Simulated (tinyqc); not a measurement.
Inside a calculation. Model: ESD clamp with bipolar snapback, compact model and design window.

Program tinyqc, `OMP_NUM_THREADS=1 python tinyqc.py 2670134 2670135 out.jsonl`; Intel Xeon 2.30GHz, shared host, one thread, about 0.01 s. Printed values are rounded.

The drain junction multiplies the current that enters it: Igen = (M - 1)(Ic + I0), M = 1/(1 - (Vj/BV)^n). The generated holes leave through the substrate resistance and the base of the parasitic npn: Igen = Vb/Rb + Ic/be, Ic = Is exp(Vb/Vt). Terminal current I = Ic + I0 + Igen and voltage V = Vj + I Ro, per width. Isothermal, constant gain.

Values chosen for this exercise; values close to those of grounded-gate n-channel clamps:
- T = 300 K (temperature)
- BV = 6.4 V (junction breakdown voltage)
- n = 3.8 (exponent of the multiplication)
- be = 11.7 (current gain of the parasitic npn)
- Is = 5.1e-17 A/um (saturation current)
- I0 = 1.2e-12 A/um (junction leakage)
- Rb = 8100 ohm um (substrate resistance)
- Ro = 160 ohm um (drain ballast and contact resistance)
- It2 = 5.3 mA/um (failure current for 100 ns)
- Wf = 50 um (finger width)
- Nf = 6 (number of fingers)
- Lv = 1 kV (human-body-model level)
- Vox = 8.3 V (oxide breakdown voltage for 100 ns)
- Vdd = 2.5 V (supply voltage)

Constants: q = 1.602176634e-19 C, kB = 1.380649e-23 J/K, Vt = kB T/q. Results are converted to the units shown.

## The snapback curve

| point | Vb (V) |
|---|---|
| 0 | 0.05 |
| 1 | 0.3 |
| 2 | 0.452 |
| 3 | 0.512 |
| 4 | 0.562 |
| 5 | 0.679 |
| 6 | 0.787 |
| 7 | 0.807 |
| 8 | 0.837 |

For given Vb: Ic, Igen, M = 1 + Igen/(Ic + I0), Vj = BV (1 - 1/M)^(1/n), I and V.

| point | Ic (uA/um) | M | Vj (V) | I (uA/um) | V (V) |
|---|---|---|---|---|---|
| 0 | 3.52804e-10 | 5.14252e6 | 6.40000 | 6.17284 | 6.40099 |
| 1 | 5.58918e-6 | 5.45530e6 | 6.40000 | 37.0370 | 6.40593 |
| 2 | 0.00199911 | 27898.0 | 6.39994 | 55.8046 | 6.40887 |
| 3 | 0.0203606 | 3105.41 | 6.39946 | 63.2320 | 6.40957 |
| 4 | 0.140849 | 493.684 | 6.39659 | 69.5356 | 6.40771 |
| 5 | 13.0097 | 7.52889 | 6.16443 | 97.9488 | 6.18010 |
| 6 | 848.376 | 1.20000 | 3.99394 | 1018.05 | 4.15682 |
| 7 | 1838.97 | 1.13965 | 3.68340 | 2095.77 | 4.01872 |
| 8 | 5868.83 | 1.10308 | 3.42984 | 6473.77 | 4.46564 |

V peaks at Vt1 = 6.410 V and falls to Vh = 4.019 V: once the npn supplies current, a small M feeds the base. At high current M tends to 1 + 1/be and Vj to BV (1 + be)^(-1/n) = 3.279 V.

## Iteration 1: base voltage at the failure current

Vb at the start = 0.75 V

I(Vb) = Ic (1 + 1/be) + I0 + Vb/Rb, I' = Ic (1 + 1/be)/Vt + 1/Rb; Newton steps on ln I: Vb(new) = Vb - ln(I/It2) I/I'. V follows from the introduction.

I = 0.312699 mA/um
V = 4.91071 V
I' = 8.63757 mS/um
Vb after iteration 1 = 0.852460 V

## Iteration 2: base voltage at the failure current

As before.

I = 11.6901 mA/um
V = 5.23670 V
I' = 448.246 mS/um
Vb after iteration 2 = 0.831830 V

## Course of the iteration: base voltage at the failure current

Stop when Vb changes by less than 1e-10 V, or after 20 iterations. Vb must stay between 0 and 8 V.

Course of the iteration:

| iteration | Vb (V) | \|change\| (V) |
|---|---|---|
| 1 | 0.852460 | 0.102 |
| 2 | 0.831830 | 0.0206 |
| 3 | 0.831738 | 9.19e-5 |
| 4 | 0.831738 | 2.96e-9 |
| 5 | 0.831738 | 0 |

Converged in 5 iterations. At the end the number of correct digits about doubles with each step.

## Design window and human-body level

Vt1 = 6.40957 V
Vh = 4.01872 V
Vt2 = 4.30784 V

Human-body model: 100 pF through 1500 ohm, peak current about (level - Vt2)/1500 ohm, decay time 150 ns. All fingers turn on before the first fails if Vt2 > Vt1; then the clamp carries Nf Wf It2, otherwise in the worst case Wf It2. Margins: Vh - 1.1 Vdd against latching in operation, Vox - max(Vt1, Vt2) for the protected oxide.

peak current = 0.663795 A
current the clamp carries = 0.265 A
level it withstands = 0.401808 kV
holding margin = 1.26872 V
oxide margin = 1.89043 V

Uniform turn-on is not assured; the clamp fails the level. Both margins are positive.
